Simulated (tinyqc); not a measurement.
# AlGaN/GaN HEMT with access regions, lumped model, step by step

tinyqc, about 0.03 s, one thread, Intel Xeon 2.30GHz (shared host): `OMP_NUM_THREADS=1 python tinyqc.py 2570093 2570094 out.jsonl` Printed values are rounded.

A polarisation-induced electron sheet under a Schottky gate, in series with two ungated access regions and contacts. Drift law v = mu E/(1 + mu E/vs) under the gate. Currents in mA/mm, resistances in ohm mm. No self-heating, no channel-length modulation; fits for polarisation, barrier and offset are chosen for the exercise.

Inputs (values chosen for the exercise); values close to those of AlGaN/GaN structures:

| symbol | value | unit | meaning |
|---|---|---|---|
| x | 0.15 |  | aluminium share of the barrier |
| d | 30 | nm | barrier thickness |
| eps_r | 9.2 |  | relative permittivity of barrier and channel |
| mu | 1900 | cm^2/(V s) | channel mobility |
| vs | 1.4e7 | cm/s | saturation velocity |
| Lg | 0.15 | um | gate length |
| Ls | 2 | um | source access length |
| Ld | 8 | um | drain access length |
| Rc | 0.56 | ohm mm | resistance of each contact |
| ft | 0.37 |  | share of the drain-access electrons removed by traps |
| Vg | 0 | V | gate voltage |
| Ec | 3.4 | MV/cm | critical field |
| te | 0.25 | um | depth over which the depleted charge spreads |
| tf | 100 | nm | insulator under the field plate |
| ei | 7 |  | relative permittivity of that insulator |

Constants: q = 1.602176634e-19 C, eps0 = 8.8541878128e-14 F/cm where lengths are in cm. Results are converted to the units shown.

## Polarisation charge, threshold and sheet resistance

sigma = (5e13 x + 1.6e13 x^2) cm^-2, phiB = 0.84 + 1.3 x, dEc = 0.7 (1.71 x + x^2) in volts, Cb = eps0 eps_r/d, VT = phiB - dEc - q sigma/Cb, access density n0 = -Cb VT/q. Rsh = 1/(q mu n0); largest access current q n0 vs.

sigma = 7.86e12 cm^-2
Cb = 0.271528 uF/cm^2
VT = -3.79816 V
n0 = 6.43692e12 cm^-2
Rsh = 510.338 ohm
q n0 vs = 1443.83 mA/mm

## On-resistance and breakdown

sigma = (5e13 x + 1.6e13 x^2) cm^-2, phiB = 0.84 + 1.3 x, dEc = 0.7 (1.71 x + x^2) in volts, Cb = eps0 eps_r/d, VT = phiB - dEc - q sigma/Cb, access density n0 = -Cb VT/q. Ron = 2 Rc + Ls/(q mu n0) + Ld/(q mu (1 - ft) n0) + Lg/(mu Cb (Vg - VT)). Off state: a depleted stretch that holds the voltage V has the peak field sqrt(k V), k = 2 q n0/(eps0 eps_r te), so one edge holds V1 = Ec^2/k. The sheet under the plate pinches off at Vf = q n0 (1/Cb + tf/(eps0 ei)); beyond it the gate edge is screened. BV = V1 if Vf >= V1, else Vf + V1, and at most Ec Ld. Specific resistance Ron (Ls + Lg + Ld); figure of merit BV^2 over it.

Ron = 8.69771 ohm mm
Vf = 20.4377 V
V1 = 114.134 V
BV = 134.572 V
specific resistance = 0.882817 mohm cm^2
figure of merit = 20.5134 MW/cm^2

The plate raises BV by a factor of 1.18.
